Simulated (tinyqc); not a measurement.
# From edge noise from photons back to absorption coefficient alpha

Model: chemically amplified photoresist: aerial image, acid generation, bake, development and line width. Computed by tinyqc, a small Python program. Command: `OMP_NUM_THREADS=1 python tinyqc.py 3016034 3016035 out.jsonl resist inv`. One thread of a shared host (Intel(R) Xeon(R) Processor @ 2.30GHz), about 0.08 s of CPU time with the checks.

Lines and spaces of pitch p with a two-beam-like image; x = 0 is the middle of the bright space. The resist is positive and treated as uniform in depth.

Inputs (values chosen for the exercise, for a model resist at 193 nm): pitch p = 190 nm; image contrast c = 0.56; mean dose E = 18.6 mJ/cm^2; Dill parameter C = 0.015 cm^2/mJ; quencher load q, relative to the acid generator = 0.19; acid diffusivity D = 3.6 nm^2/s; bake time t = 90 s; amplification rate k_amp = 0.092 1/s; threshold protection m_th = 0.57; development selectivity n = 8; largest rate r_max = 160 nm/s; smallest rate r_min = 0.037 nm/s; resist thickness d = 140 nm; development time t_d = 30 s; photon energy = 6.42 eV.

Method:
- Dose E(x) = E [1 + c cos(2 pi x/p)]; acid h = 1 - exp(-C E(x)).
- Bake: the acid image is blurred by a Gaussian of variance sigma^2 = 2 D t (each Fourier term k of h, taken on 64 points, is multiplied by exp(-4 pi^2 k^2 D t/p^2)).
- Cosine coefficients: h(x) = sum_k h_k cos(2 pi k x/p).
- The quencher then removes q, h_eff = max(h_blurred - q, 0); protection m = exp(-k_amp t h_eff).
- Mack rate r = r_max (a + 1)(1 - m)^n/(a + (1 - m)^n) + r_min, a = ((n + 1)/(n - 1))(1 - m_th)^n.
- Edge: vertical development clears the film where r t_d >= d; the space width is twice the x where r = d/t_d.
- Dose sensitivity = d ln(width)/d ln E from widths at 1.005 E and E/1.005; image log-slope at the edge = |d ln E/dx|, normalised by the width (NILS); latitude for 10 % of width = 10 %/sensitivity.
- The edge lies at x = width/2.
- Absorbed photons per volume N = E(edge) alpha/(photon energy), 1 mJ/cm^2 = 62.41509 eV/nm^2, alpha in 1/nm; a Gaussian blur averages over a volume V = (2 sqrt(pi) sigma)^3; relative noise 1/sqrt(N V); edge noise sigma_x = (dh/d ln E) noise/|dh/dx|, with both derivatives of the blurred acid at the edge.

Problem. A run gave the result below. Find the absorption coefficient alpha, known to lie between 0.71 and 1.7 1/um.

edge noise from photons = 0.1988608 nm

Solution.

Each step takes the trial c = (a f_b - b f_a)/(f_b - f_a), f being the result less the target and a, b, c the logarithms of the listed values; c replaces end b, the old b replaces a if the sign of f changed, and otherwise f_a is halved.

Scan of the range:
```
absorption coefficient alpha (1/um)  edge noise from photons (nm)
0.710                                                    0.242408
0.821                                                    0.225426
0.950                                                    0.209563
1.100                                                    0.194751
1.270                                                    0.181248
1.470                                                    0.168468
1.700                                                    0.156657
```

False position (Illinois rule, in the logarithm of the input) inside the bracket:
```
step    end a    end b    trial  edge noise from photons (nm)
1     0.95000  1.10000  1.05615                      0.198753
2     0.95000  1.05615  1.05393                      0.198961
3     1.05615  1.05393  1.05500                      0.198861
4     1.05393  1.05500  1.05500                      0.198861
```

Edge noise from photons falls at every point of a 13-point scan of the range (every second point is shown), so one value fits; it is bracketed by 0.950 and 1.10. The scan shows a pure power law with exponent -0.5000, so scaling from any one row also gives the answer directly. Answer: absorption coefficient alpha = 1.055 1/um.

Caution: lateral development, standing waves and the joint diffusion of acid and quencher are left out, so widths are indicative. Caution: the noise counts photons alone (acid and quencher statistics add to it) and takes the film as thicker than the blur; a thinner film averages in two dimensions only.
